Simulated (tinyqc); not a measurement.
Capacitance of parallel on-chip lines from Laplace's equation on a mesh: one step of the calculation.

Cross-section of an endless row of equal lines between two grounded planes; neighbours are driven in antiphase (+1 V and -1 V), so the plane midway between two lines is at 0 V. By symmetry one quarter is solved: x runs from the centre of a line (column 0, mirror) to that midplane (column 4, 0 V), y from the mid-height of the line (row 0, mirror) to the ground plane (row 3, 0 V). The line fills columns 0 to 2 and rows 0 to 1 at 1 V. Cells beside the line (below row 1) have e2, cells above have e1. Each link between nodes has the conductance g = mean permittivity of the two cells beside it (a cell beyond a mirror counts as 0), and the free nodes obey sum g (V_neighbour - V) = 0.

Problem. Relaxation sweep. One sweep visits the free nodes row by row from row 0, left to right, and replaces V by V + om (weighted mean of the neighbours - V), using new values at once.

Parameters, values chosen for the exercise:
- om = 1.2 (over-relaxation factor)

V at the start (V):

|  | col 0 | col 1 | col 2 | col 3 | col 4 |
|---|---|---|---|---|---|
| row 0 | 1 | 1 | 1 | 0 | 0 |
| row 1 | 1 | 1 | 1 | 0 | 0 |
| row 2 | 0 | 0 | 0 | 0 | 0 |
| row 3 | 0 | 0 | 0 | 0 | 0 |

gx:

|  | col 0 | col 1 | col 2 | col 3 |
|---|---|---|---|---|
| row 0 | 1 | 1 | 1 | 1 |
| row 1 | 2.2 | 2.2 | 2.2 | 2.2 |
| row 2 | 2.4 | 2.4 | 2.4 | 2.4 |
| row 3 | 1.2 | 1.2 | 1.2 | 1.2 |

gy:

|  | col 0 | col 1 | col 2 | col 3 | col 4 |
|---|---|---|---|---|---|
| row 0 | 1 | 2 | 2 | 2 | 1 |
| row 1 | 1.2 | 2.4 | 2.4 | 2.4 | 1.2 |
| row 2 | 1.2 | 2.4 | 2.4 | 2.4 | 1.2 |

Find: V after sweep 1.

Solution.

V after sweep 1 (V):

|  | col 0 | col 1 | col 2 | col 3 | col 4 |
|---|---|---|---|---|---|
| row 0 | 1.000 | 1.000 | 1.000 | 0.300 | 0.000 |
| row 1 | 1.000 | 1.000 | 1.000 | 0.382 | 0.000 |
| row 2 | 0.300 | 0.390 | 0.417 | 0.240 | 0.000 |
| row 3 | 0.000 | 0.000 | 0.000 | 0.000 | 0.000 |

Numbers from tinyqc (`OMP_NUM_THREADS=1 python tinyqc.py 2790197 2790198 out.jsonl`; about 0.8 s on one thread of a shared Intel Xeon 2.30GHz).
